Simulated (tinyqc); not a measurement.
From results back to parameters: one-oscillator model of a band gap. Two cases, with inputs chosen for the exercise.

Problem. A gap follows E(T) = E0 - s1 t1/(exp(t1/T) - 1) with the zero-point term ZP = s1 t1/2, which scales as M^(-1/2). The shift of E0 on going from M to M + dM and the limiting slope at high T are given.

Find: sqrt(M/(M + dM)); ZP; t1.

Method. The shift is ZP (1 - sqrt(M/(M + dM))); then t1 = 2 ZP/s1.

Case 1.

Values chosen (out of a larger set: near those of AlN; not measured data): M = 20.47 u (mean atomic mass); dM = -1.42 u (change of the mean mass (not bounded by the natural isotopes)).

shift of E0 = -10.985250 meV
limiting slope s1 = 0.809 meV/K

Solution.

sqrt(M/(M + dM)) = 1.036601
ZP = 300.14 meV
t1 = 742 K

Case 2.

Values chosen (out of a larger set: near those of InP; not measured data): M = 72.85 u (mean atomic mass); dM = -4.79 u (change of the mean mass (not bounded by the natural isotopes)).

shift of E0 = -1.583069 meV
limiting slope s1 = 0.405 meV/K

Solution.

sqrt(M/(M + dM)) = 1.034591
ZP = 45.77 meV
t1 = 226 K

Computed by tinyqc, one run a case: `OMP_NUM_THREADS=1 python tinyqc.py N N+1 out.jsonl` with N = 1880871, 1880874; one thread of a shared Intel(R) Xeon(R) Processor @ 2.30GHz, about 0.01 s a run at most.
